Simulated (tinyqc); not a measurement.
Averaged masses of warped heavy- and light-hole bands, step by step. Values are carried at full precision from step to step, so a last printed digit may differ when a step is redone from the rounded ones.

Constants: Ry = 13.60569312 eV; a0 (Bohr radius) = 0.5291772105 angstrom; kB = 8.617333262e-05 eV/K; hbar^2/2m0 = 3.80998211 eV angstrom^2.

Inputs chosen for the exercise (near those of Si; not measured data):
- g1 = 4.28 (Luttinger gamma1)
- g2 = 0.34 (gamma2)
- g3 = 1.44 (gamma3)
- eps = 11.58 (dielectric constant)
- mso = 0.235 m0 (split-off mass)
- Dso = 0.044 eV (spin-orbit splitting)
- T = 300 K (temperature)

## Other forms of the parameters

Dresselhaus-Kip-Kittel form E = c [A k^2 -/+ sqrt(B^2 k^4 + C^2 (kx^2 ky^2 + ky^2 kz^2 + kz^2 kx^2))] with A = g1, B = 2 g2, C^2 = 12 (g3^2 - g2^2). Spherical form: mu = (6 g3 + 4 g2)/(5 g1), delta = (g3 - g2)/g1, masses 1/(g1 (1 -/+ mu)). Effective rydberg R* = Ry/(g1 eps^2) and radius a* = a0 g1 eps.

A, B, |C|: 4.280  0.680  4.847

mu, delta: 0.4673  0.2570

spherical masses, heavy and light (m0): 0.4386  0.1592

R* = 23.71 meV
a* = 26.2 angstrom

delta/mu = 0.55 measures the warping against the spherical splitting.

## Masses along six directions

Four-band hole energies E = c k^2 f(u), c = hbar^2/2m0, f = g1 -/+ 2 sqrt(g2^2 + 3 (g3^2 - g2^2) s), s = ux^2 uy^2 + uy^2 uz^2 + uz^2 ux^2 for the unit vector u; minus for heavy, plus for light holes; the mass along u is 1/f.

Give s and both masses.

Masses (m0):
```
direction        s   heavy   light
[100]      0.00000  0.2778  0.2016
[110]      0.25000  0.5673  0.1471
[111]      0.33333  0.7143  0.1397
[310]      0.09000  0.3739  0.1699
[211]      0.25000  0.5673  0.1471
[331]      0.27424  0.6053  0.1448
```

The heavy mass grows by a factor of 2.57 from [100] to [111] while the light one shrinks by 31 %; 1/m_heavy + 1/m_light = 2 g1 in every direction.

## Density-of-states masses from three directions

m_d^(3/2) is the angular mean of m(u)^(3/2). The rule mean = (10 F[100] + 16 F[110] + 9 F[111])/35 is exact for cubic harmonics up to sixth order. Total m_d = (m_h^(3/2) + m_l^(3/2))^(2/3).

m^(3/2):
```
direction    heavy    light
[100]      0.14640  0.09053
[110]      0.42727  0.05643
[111]      0.60368  0.05220
```

m_d heavy, light (m0): 0.5360  0.1618

total = 0.5937 m0
share of light holes = 14.2 %

## Averages on a grid

Grid: n x n midpoints in cos(theta) from 0 to 1 and phi from 0 to pi/2, equal weights. m_d = <f^(-3/2)>^(2/3). Conductivity mass for one scattering time: 1/m_c = <|w|^2 f^(-5/2)>/<f^(-3/2)> with w = grad_k(k^2 f)/(2 k), that is |w|^2 = f^2 + |angular gradient of f|^2/4.

Use n = 40.

m_d heavy, light (m0): 0.5168  0.1554

m_c heavy, light (m0): 0.4135  0.1497

The three-direction rule differs from the grid by +3.71 % for heavy holes. Warping makes m_c of the heavy holes 20 % smaller than m_d; on a sphere the two are equal.

## Effective density of states

Nv = 2 (kT/(4 pi c))^(3/2) [m_h^(3/2) + m_l^(3/2) + mso^(3/2) exp(-Dso/kT)], c = hbar^2/2m0, parabolic bands, m_h and m_l the density-of-states masses from the grid; 1 angstrom^-3 = 1e24 cm^-3.

prefactor = 2.5094e+19 cm^-3

the three terms: 0.37154  0.06127  0.02077

Nv = 1.138e+19 cm^-3

shares (%): 81.9  13.5  4.6

kT/Dso = 0.59: thermal holes reach energies comparable with Dso, where the four-band form fails and the true Nv is larger.

## Checks

- m_d and m_c of heavy holes for g2 = g3 against 1/(g1 - 2 g3): they agree to 1e-10 or better.
- m_d of heavy holes on grids of 40 and 160: both 0.5168.

Computed by tinyqc, a small Python program: `OMP_NUM_THREADS=1 python tinyqc.py 1050376 1050377 out.jsonl` (the numbers bound the seed that draws the inputs); one thread of a shared host (Intel(R) Xeon(R) Processor @ 2.30GHz), about 0.03 s for the whole set of steps.
